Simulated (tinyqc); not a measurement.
Film thickness from the threshold shift.

Inverse problem. Undoped body with a flat potential across it, hard walls, transport along x. Three valley pairs (g = 2 each) with the longitudinal mass along x, y or z. Non-parabolicity enters the subband edges through E (1 + al E) = gamma, so E = 2 gamma/(1 + sqrt(1 + 4 al gamma)); motion within a subband is taken as parabolic with the band-edge mass. Energies are counted from the bulk band edge. gamma = C (pi k/(t + dl))^2/mz, C = hbar^2/(2 m0). Each subband has N_k = g sqrt(mx my) m0 kB T/(pi hbar^2); without degeneracy n = exp(EF/Vt) sum N_k exp(-E_k/Vt). Classical value Nc times t, Nc = sum over valleys of 2 g (m m0 kB T/(2 pi hbar^2))^1.5 with m = (mx my mz)^(1/3). Threshold shift dVT = Vt ln(classical value/sum N_k exp(-E_k/Vt)). Find t and the lowest subband edge.

Values chosen for this exercise; masses close to those of silicon: temperature T = 77 K; longitudinal mass ml = 0.916 m0; transverse mass mt = 0.191 m0; non-parabolicity al = 0 1/eV; widening of the box by penetration into the insulator dl = 0.3 nm.

Constants: q = 1.602176634e-19 C, kB = 1.380649e-23 J/K, hbar = 1.054571817e-34 J s, m0 = 9.1093837015e-31 kg, Vt = kB T/q, hbar^2/(2 m0) = 0.0380998212 eV nm^2. Results are converted to the units shown.

dVT = 23.368821 mV

Answer. dVT is evaluated for trial values of t with all subbands; between 1.5 and 25 nm one value matches.

t = 4.100 nm
E_1 = 21.20 meV

Program tinyqc, `OMP_NUM_THREADS=1 python tinyqc.py 2350061 2350062 out.jsonl`; Intel Xeon 2.30GHz, shared host, one thread, about 0.06 s.
